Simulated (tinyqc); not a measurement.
Thermodynamics of metal silicides: hull, first phase, silicon consumed, nucleation and stability against SiO2: one step, computed by the program tinyqc. Command: `OMP_NUM_THREADS=1 python tinyqc.py 3020947 3020948 out.jsonl silphase walk`. One thread of a shared host (Intel(R) Xeon(R) Processor @ 2.30GHz), about 0.01 s of CPU time with the checks.

Entropies of formation of the solids are neglected, so heats stand for free energies. Si fractions: M2Si 0.3333, MSi 0.5000, MSi2 0.6667.

Question. End state on a thin silicon layer. Overall Si fraction x0 = (t_Si/V_Si)/(t_Si/V_Si + t/V_M). In equilibrium the two stable phases that bracket x0 share the atoms by the lever rule.

Inputs (values chosen for the exercise, for a model metal): molar volume of M = 6.59 cm^3/mol; molar volume of Si = 12.06 cm^3/mol; metal thickness t = 14 nm; silicon available t_Si = 39 nm.

Phases: M2Si, MSi, MSi2.

distance to the lowest tie line (kJ/mol atoms): M2Si -22.76667, MSi -0.40000, MSi2 -1.16667

Give: overall Si fraction x0; end state; share of atoms in the Si-richer phase.

Answer.

overall Si fraction x0 = 0.6035

End state: MSi + MSi2

share of atoms in the Si-richer phase = 0.6211
